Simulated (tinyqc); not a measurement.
Comparisons within one model: Slater-Koster d bands of an fcc metal. A value that a table varies takes the place of the one given here.

Slater-Koster d bands. For a bond with direction cosines (l, m, n) the 5 x 5 block is dds Ps + ddp Pp + ddd (1 - Ps - Pp), the projectors on sigma, pi and delta states about the bond; for instance <xy|xy> = 3 l^2 m^2 dds + (l^2 + m^2 - 4 l^2 m^2) ddp + (n^2 + l^2 m^2) ddd, <xy|yz> = 3 l m^2 n dds + l n (1 - 4 m^2) ddp + l n (m^2 - 1) ddd and <3z2-r2|3z2-r2> = (n^2 - (l^2 + m^2)/2)^2 dds + 3 n^2 (l^2 + m^2) ddp + (3/4)(l^2 + m^2)^2 ddd. H(k) sums the blocks times cos(k.R) over the neighbours; the d level is the zero of energy; k in 2 pi/a.

Neighbours: twelve at (a/2)(1,1,0) and equivalents.

Mesh: k = f1 b1 + f2 b2 + f3 b3 with fractions (j + 1/2)/N, j = 0 to N - 1, and b = (-1,1,1), (1,-1,1), (1,1,-1) for fcc, (0,1,1), (1,0,1), (1,1,0) for bcc, unit vectors for simple cubic. The lowest Nd/10 of all levels are filled with two electrons each; the bond energy is their sum per atom.

Parameters, chosen for this exercise (of the size met in Ru; shifted at random, so the results belong to these values and not to a real crystal):
- dds = -0.969 eV (dd sigma)
- ddp = 0.62 eV (dd pi)
- ddd = -0.029 eV (dd delta)
- N = 10 (mesh)
- f2 = 0.487 (factor for second neighbours in bcc)

## Band filling: full bands against the rectangular model

W = sqrt(12 mu2) with mu2 the mean square level on the mesh; rectangular model: Fermi level W (Nd/10 - 1/2), bond energy -W Nd (10 - Nd)/20. The Fermi level of the mesh is the highest filled level.

Per atom (eV):
```
Nd  EF, bands  bond energy, bands  EF, rectangle  bond energy, rectangle
1      -2.696              -3.477         -2.807                  -3.157
2      -2.072              -5.842         -2.105                  -5.613
3      -1.474              -7.573         -1.403                  -7.367
4      -0.527              -8.620         -0.702                  -8.420
5       0.105              -8.808          0.000                  -8.771
6       0.977              -8.239          0.702                  -8.420
7       1.522              -6.981          1.403                  -7.367
8       2.199              -5.117          2.105                  -5.613
9       2.576              -2.731          2.807                  -3.157
```

W = 7.017 eV
full width on the mesh = 8.083 eV

The bond energy is deepest at Nd = 5 (-8.808 eV); the rectangle has its minimum at 5. The two differ most at Nd = 8, by 0.496 eV or 6 % of the deepest value: the second moment fixes the parabola, and higher moments the rest. At Nd = 3 and 7 the bands give -7.573 and -6.981 eV, a skew towards less than half filling.

## Which lattice a d-band metal prefers

fcc has twelve neighbours, bcc eight and six (the six times f2), simple cubic six. The integrals of bcc and sc are scaled so that all three have the second moment of fcc, which stands for equal repulsion (structural energy difference theorem). s and p electrons are left out.

Bond energy per atom:
```
Nd  fcc (eV)  bcc - fcc (meV)  sc - fcc (meV)
1     -3.477              221             136
2     -5.842               48              92
3     -7.573             -158             270
4     -8.620             -356             427
5     -8.808              -55             438
6     -8.239              337              46
7     -6.981              408            -322
8     -5.117              124            -633
9     -2.731             -188            -610
```

scale factors: bcc 1.1285, sc 1.4142

mu3/mu2^1.5: fcc -0.276, bcc -0.259, sc 0.000

mu4/mu2^2: fcc 1.919, bcc 1.771, sc 2.106

largest change of a difference when N is raised to 14 = 36 meV

fcc is lowest for Nd = 1, 2 and 6. bcc is lowest for Nd = 3, 4 and 5. sc is lowest for Nd = 7, 8 and 9. bcc gains most on fcc at Nd = 4 (-356 meV). A small fourth moment marks a two-peaked band, which tends to favour fillings near one half; bcc has -8 % against fcc, and at Nd = 5 it lies -55 meV from fcc (differences of a few tens of meV are within the error of the mesh; hcp is left out, and this d-only model can miss the lattice of the real metal). The third moments, from three-membered rings, skew the bands. That simple cubic wins anywhere comes from keeping d bands and equal second moments alone; no transition metal takes it. Differences below about 36 meV are within the error of this mesh, and the s and p electrons left out weigh most where the d band is nearly empty or full.

## What each integral does

Levels at Gamma, E(t2g) = 3 dds + 4 ddp + 5 ddd, E(eg) = 1.5 dds + 6 ddp + 4.5 ddd, and W = sqrt(12 mu2), the width of a rectangular band with the same second moment mu2 = z (dds^2 + 2 ddp^2 + 2 ddd^2)/5, z = 12. Each row changes one parameter from the base and keeps the others.

Results:
```
case              t2g (eV)  eg (eV)  W (eV)
base               -0.5720   2.1360  7.0165
dds = -0.8236 eV   -0.1358   2.3541  6.4595
ddp = 0.713 eV     -0.2000   2.6940  7.5082
ddd = -0.0247 eV   -0.5505   2.1553  7.0156
```

The largest shifts from the base row, up to three for each result and ties (the steps differ in size, so this ranks the rows, not the parameters). t2g (eV): dds +0.4362, ddp +0.3720, ddd +0.0215. eg (eV): ddp +0.5580, dds +0.2181, ddd +0.0194. W (eV): dds -0.5570, ddp +0.4916, ddd -0.0009. The ratio of the shifts of t2g and eg names the integral: 3 : 1.5 for dds, 4 : 6 for ddp, 5 : 4.5 for ddd.

Computed by tinyqc, a small Python program: `OMP_NUM_THREADS=1 python tinyqc.py 1450785 1450786 out.jsonl` (the numbers bound the seed that draws the inputs); one thread of a shared host (Intel(R) Xeon(R) Processor @ 2.30GHz), about 0.06 s for the whole set of steps.
